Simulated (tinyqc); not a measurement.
Inside a calculation: ionisation potential and affinity of a slab from the planar-averaged potential. Values are carried at full precision from step to step, so a last printed digit may differ when a step is redone from the rounded ones.

A model of the planar-averaged electrostatic energy of an electron in a periodic cell of N1 periods of A (L1 = N1 n1 h) and N2 periods of vacuum (L2 = N2 n2 h), on z_j = j h: V(z) = f VA + (1 - f) VB + F t(z), VA = V1[0] + V1[1] cos(2 pi z/(n1 h)) + V1[2] cos(4 pi z/(n1 h)), VB the same with V2, n2 and z - L1. f = [tanh(z/w) - tanh((z - L1)/w) + tanh((z - L1 - L2)/w)]/2 + 1/2; t(z) = z - L1/2 in A and (L1/L2)(L1 + L2/2 - z) beyond, so that the cell is periodic.

Constants: e^2/(4 pi eps0) = 14.39964547 eV angstrom.

Parameters, chosen for this exercise (gap near that of InAs; the results hold for these values, not for the real material):
- h = 0.3 angstrom (grid step)
- n1 = 5 (grid points per period of A)
- n2 = 7 (grid points per period of the vacuum filter)
- N1 = 4 (periods of A)
- N2 = 5 (periods of vacuum)
- V1 = (-4.23, 1.11, 0.5) eV (mean and two harmonics of the potential in A)
- V2 = (0, 0, 0) eV (the same in vacuum)
- w = 0.52 angstrom (width of the interfaces)
- F = 0 eV/angstrom (slope in A from opposite charges on the two interfaces)
- Ev1 = -1.31 eV (valence top of bulk A above its mean potential)
- Eg1 = (0.05, 0.43) eV (gap of A: semi-local value, corrected value)
- fv1 = 0.6 (share of the correction that lowers the valence top of A)
- eps = 2 (dielectric constant at the interface)

## The planar average

Evaluate V on the grid, j = 0, 1, ...

V(z_j) (eV): -1.310  -3.262  -4.523  -4.822  -4.249  -2.612  -4.287  -4.972  -4.973  -4.291  -2.620  -4.291  -4.973  -4.972  -4.287  -2.612  -4.249  -4.822  -4.523  -3.262  -1.310  -1.029  -0.450  -0.151  -0.042  -0.008  -0.004  -0.002  0.000  0.000  0.000  0.000  0.000  0.000  0.000  0.000  0.000  0.000  0.000  0.000  0.000  0.000  0.000  0.000  0.000  0.000  0.000  0.000  -0.002  -0.004  -0.008  -0.042  -0.151  -0.450  -1.029

## Running means

Running mean over n points, periodic: for odd n the plain mean of the n points centred on j; for even n the n + 1 points with half weight at both ends. The macroscopic average applies the mean over n1 points and then over n2 points.

Apply the first mean, then the second.

after the mean over n1 points (eV): -2.115  -2.989  -3.634  -3.894  -4.099  -4.189  -4.219  -4.227  -4.229  -4.230  -4.230  -4.230  -4.229  -4.227  -4.219  -4.189  -4.099  -3.894  -3.634  -2.989  -2.115  -1.241  -0.596  -0.336  -0.131  -0.041  -0.011  -0.003  -0.001  0.000  0.000  0.000  0.000  0.000  0.000  0.000  0.000  0.000  0.000  0.000  0.000  0.000  0.000  0.000  0.000  0.000  0.000  -0.001  -0.003  -0.011  -0.041  -0.131  -0.336  -0.596  -1.241

macroscopic average (eV): -2.115  -2.653  -3.166  -3.591  -3.893  -4.070  -4.155  -4.203  -4.222  -4.227  -4.229  -4.227  -4.222  -4.203  -4.155  -4.070  -3.893  -3.591  -3.166  -2.653  -2.115  -1.577  -1.064  -0.639  -0.337  -0.160  -0.075  -0.027  -0.008  -0.002  -0.001  0.000  0.000  0.000  0.000  0.000  0.000  0.000  0.000  0.000  0.000  0.000  0.000  0.000  0.000  -0.001  -0.002  -0.008  -0.027  -0.075  -0.160  -0.337  -0.639  -1.064  -1.577

Around the middle of vacuum the first mean varies by 0 meV over five points and the second by 0 meV.

## The potential line-up

Read the macroscopic average in the middle of each region, j = 10 and j = 37, and its slope in A by a central difference over two points each way.

plateau in A = -4.229 eV
plateau in vacuum = 0.000 eV
dV = vacuum - A = 4.229 eV
slope in A = 0.000 eV/angstrom

The plateaus are flat, so the line-up is well defined.

## Ionisation potential and affinity

IP = dV - Ev1, EA = IP - gap. The correction opens the gap by c = Eg1[1] - Eg1[0], lowers the valence top by fv1 c and raises the conduction edge by (1 - fv1) c; dV is kept.

IP, EA with the semi-local gap (eV): 5.539  5.489

c = 0.38 eV

IP, EA corrected (eV): 5.767  5.337

The correction raises IP by 0.23 eV and lowers EA by 0.15 eV.

## The dipole behind the step

A step dV of the mean electron energy from A to vacuum across an interface equals 4 pi (e^2/4 pi eps0) times a dipole per area p (in e angstrom per angstrom^2). For a change of 0.1 eV in dV, give the charge per area moved over 2 angstrom in a medium of dielectric constant eps: sigma = 0.1 eps/(4 pi (e^2/4 pi eps0) 2). 1 angstrom^-2 = 1e16 cm^-2.

|p| = 0.02337 e/angstrom
sigma = 5.53e+12 e/cm^2

With about 7e14 atoms per cm^2 in a plane (as on a silicon (100) face), 0.8 % of an electron per atom shifts the line-up by 0.1 eV.

## Checks

- Line-up in a cell of 14 + 14 periods without slope against V2[0] - V1[0] (eV): both 4.2300.

tinyqc: `OMP_NUM_THREADS=1 python tinyqc.py 1850802 1850803 out.jsonl`; about 0.01 s, one thread, shared Intel(R) Xeon(R) Processor @ 2.30GHz.
